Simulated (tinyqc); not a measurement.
Long-channel MOSFET, surface-potential model: two steps of the calculation.

n-channel transistor on a uniformly doped p-type body, gradual-channel approximation, constant mobility, Boltzmann statistics, full ionisation. Potentials are counted from the neutral body; V is the electron quasi-Fermi potential, Vsb at the source and Vsb + Vds at the drain. Charges are magnitudes per area.

Values chosen for this exercise; material values close to those of 4H silicon carbide:

| symbol | value | unit | meaning |
|---|---|---|---|
| T | 400 | K | temperature |
| Vfb | -1.44 | V | flat-band voltage |
| Vsb | 0 | V | source-body reverse bias |
| Vgs | 1.52 | V | gate-source voltage |

Constants: q = 1.602176634e-19 C, kB = 1.380649e-23 J/K, Vt = kB T/q. Results are converted to the units shown.

Question 1. Surface potential at the source by Newton steps. With V = Vsb: G = psi - Vt + Vt e, e = exp((psi - 2 phiF - Vsb)/Vt); f = Vgs + Vsb - Vfb - psi - gamma sqrt(G); f' = -1 - gamma (1 + e)/(2 sqrt(G)); psi(new) = psi - f/f'.

psi at the start (the root without inversion charge) = 2.8744100 V
phiF = 1.3578333 V
gamma = 0.050791502 V^0.5

Give: G; f; f'; psi after iteration 1.

Answer 1.

G = 6.2875 V
f = -0.041769 V
f' = -2.0231
psi after iteration 1 = 2.8538 V

Question 2. Inversion charge along the channel. The surface potential psi at channel potential V solves Vgs + Vsb - Vfb - psi = gamma sqrt(G), G = psi - Vt + Vt exp((psi - 2 phiF - V)/Vt). Charge sheet: Qi = Cox gamma [sqrt(G) - sqrt(psi - Vt)]. Pao-Sah: Qi = (Cox gamma/2) integral from 3 Vt to psi of exp((u - 2 phiF - V)/Vt)/sqrt(G(u, V)) du.

V, point 0 to 10 (V): 0  0.05  0.1  0.15  0.2  0.25  0.3  0.35  0.4  0.45  0.5
phiF = 1.3578333 V
Cox = 1.5052119 uF/cm^2
gamma = 0.050791502 V^0.5

Give: psi; Qi, charge sheet; Qi, Pao-Sah.

Answer 2.

```
point  psi (V)  Qi, charge sheet (nC/cm^2)  Qi, Pao-Sah (nC/cm^2)
0        2.851                       35.30                  35.51
1        2.866                       13.50                  13.58
2        2.872                       3.930                  3.954
3        2.874                      0.9852                 0.9913
4        2.874                      0.2349                 0.2364
5        2.874                     0.05530                0.05565
6        2.874                     0.01298                0.01306
7        2.874                    0.003043               0.003062
8        2.874                    7.135e-4               7.179e-4
9        2.874                    1.673e-4               1.683e-4
10       2.874                    3.921e-5               3.946e-5
```

At the source the charge-sheet charge is 0.58 % below the Pao-Sah one.

Computed by the program tinyqc: `OMP_NUM_THREADS=1 python tinyqc.py 2360080 2360081 out.jsonl`, one thread of a shared Intel Xeon 2.30GHz, about 0.04 s for the whole run.
